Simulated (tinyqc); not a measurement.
Cyclotron resonance of ellipsoidal valleys, Ge type: sweeps and comparisons. A value that a table varies takes the place of the one given here.

Valleys along [111], [-111], [1-11], [11-1], mass ml along the axis and mt across it. B lies in the (1-10) plane, b = (sin(theta)/sqrt2, sin(theta)/sqrt2, cos(theta)). For the angle phi between B and the axis, 1/mc^2 = cos^2(phi)/mt^2 + sin^2(phi)/(mt ml). Resonance: h nu = 2 muB B/mc, h = 2 pi hbar.

Constants: hbar = 6.58211957e-16 eV s; muB = 5.788381798e-05 eV/T.

Parameters, chosen for this exercise (near those of Ge; shifted at random, so the results belong to these values and not to a real crystal):

| symbol | value | unit | meaning |
|---|---|---|---|
| ml | 1.531 | m0 | longitudinal mass |
| mt | 0.08 | m0 | transverse mass |
| ths | (0, 15, 30, 45, 60, 75, 90) | degrees | angles |
| g1 | 13.36 |  | Luttinger gamma1 |
| g2 | 4.24 |  | gamma2 |
| g3 | 5.7 |  | gamma3 |
| theta | 35 | degrees | angle of B from [001] towards [110] |
| nu | 24 | GHz | microwave frequency |

## Rotating the field

mc against theta; [-111] and [1-11] stay equal in this plane.

Cyclotron masses (m0):

| theta (degrees) | [111] | [-111] | [11-1] |
|---|---|---|---|
| 0 | 0.1318 | 0.1318 | 0.1318 |
| 15 | 0.1022 | 0.1358 | 0.1964 |
| 30 | 0.0876 | 0.1488 | 0.3260 |
| 45 | 0.0811 | 0.1745 | 0.2840 |
| 60 | 0.0803 | 0.2208 | 0.1713 |
| 75 | 0.0850 | 0.2953 | 0.1207 |
| 90 | 0.0967 | 0.3500 | 0.0967 |

All valleys give one line at theta = 0, B along [001], with mc = 0.1318. The [111] valley reaches mt at 54.7 degrees, and [11-1] reaches its largest value sqrt(ml mt) = 0.3500 at 35.3 degrees, where B is perpendicular to it; the listed maximum of that branch is 0.3260. The pair [-111], [1-11] reaches the same value at 90 degrees.

## Heavy and light holes (cyclotron masses of warped hole bands)

E = c k^2 f(n) with f = g1 -/+ 2 sqrt(g2^2 + 3 (g3^2 - g2^2)(nx^2 ny^2 + ny^2 nz^2 + nz^2 nx^2)). For the orbit through k = 0 perpendicular to b = (sin(theta)/sqrt2, sin(theta)/sqrt2, cos(theta)), mc is the mean of 1/f over the directions n in that plane (180 evenly spaced angles). Quantum effects of the lowest levels are left out.

Cyclotron masses (m0):

| theta (degrees) | heavy | light |
|---|---|---|
| 0 | 0.2825 | 0.0435 |
| 15 | 0.2994 | 0.0431 |
| 30 | 0.3427 | 0.0422 |
| 45 | 0.3774 | 0.0416 |
| 60 | 0.3816 | 0.0415 |
| 75 | 0.3774 | 0.0418 |
| 90 | 0.3758 | 0.0421 |

The heavy mass varies by 35 % over the table, with its largest listed value at 60 degrees ([111] lies at 54.7) and its smallest at 0; the light mass varies by 4.8 %. The warping term enters both with the same size, but it is set against a small inverse mass in one and a large one in the other (along [111], g1 - 2 g3 = 1.96 and g1 + 2 g3 = 24.76).

## What each parameter does

Resonance fields B = h nu mc/(2 muB) of the valleys [111], [-111] and [11-1]. Each row changes one parameter from the base and keeps the others.

Results:

| case | [111] (T) | [-111] (T) | [11-1] (T) |
|---|---|---|---|
| base | 0.0726 | 0.1334 | 0.3000 |
| ml = 1.761 m0 | 0.0727 | 0.1348 | 0.3217 |
| mt = 0.088 m0 | 0.0799 | 0.1457 | 0.3146 |
| theta = 31 degrees | 0.0746 | 0.1286 | 0.2861 |
| nu = 26.4 GHz | 0.0799 | 0.1468 | 0.3300 |

The largest shifts from the base row, up to three for each result and ties (the steps differ in size, so this ranks the rows, not the parameters). [111] (T): nu +0.0073, mt +0.0072, theta +0.0019. [-111] (T): nu +0.0133, mt +0.0122, theta -0.0048. [11-1] (T): nu +0.0300, ml +0.0217, mt +0.0146.

Run: tinyqc, `OMP_NUM_THREADS=1 python tinyqc.py 1250957 1250958 out.jsonl`; Intel(R) Xeon(R) Processor @ 2.30GHz, one thread, shared host; about 0.01 s of CPU time with all checks.
